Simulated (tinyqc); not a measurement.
Kinetic Monte Carlo and master equation for a particle on a ring of sites with traps and bias: one step, computed by the program tinyqc.

5 sites on a ring, numbered 1 to 5. The saddle between i and i+1 lies at E0 + s b_i and site i at s eps_i; a force F tilts the landscape, with the saddle half-way.

Problem. Rate table. Rates: k(i to i+1) = nu exp(-(E0 + s b_i - s eps_i - F a/2)/(k_B T)), k(i to i-1) = nu exp(-(E0 + s b_(i-1) - s eps_i + F a/2)/(k_B T)). Share right = k right/(k right + k left); mean stay = 1/(k right + k left).

Inputs (values chosen for the exercise, for a model defect):

| quantity | value | unit |
|---|---|---|
| reference barrier E0 | 0.49 | eV |
| scale factor s of the disorder | 1 | - |
| attempt frequency nu | 15 | THz |
| temperature T | 390 | K |
| site spacing a | 2.5 | angstrom |
| force F along the ring | 0.022 | eV/angstrom |

Disorder: both.

site energies eps_i (eV): -0.019  -0.03  -0.076  -0.061  -0.092

saddle shifts b_i between sites i and i+1 (eV): -0.047  0.022  -0.026  -0.024  -0.045

Constants: k_B = 8.617333262e-05 eV/K.

Give: Rates, shares of right hops and mean stays.

Solution.

Rates, shares of right hops and mean stays:

| site | k right (1/s) | k left (1/s) | share right | mean stay (s) |
|---|---|---|---|---|
| 1 | 3.641e+07 | 6.678e+06 | 0.8450 | 2.321e-08 |
| 2 | 3.369e+06 | 5.109e+06 | 0.3973 | 1.180e-07 |
| 3 | 3.575e+06 | 1.668e+05 | 0.9554 | 2.672e-07 |
| 4 | 5.264e+06 | 1.087e+06 | 0.8288 | 1.574e-07 |
| 5 | 3.909e+06 | 4.073e+05 | 0.9056 | 2.317e-07 |

The particle stays longest on site 3, 11.5 times as long as on the quickest site.
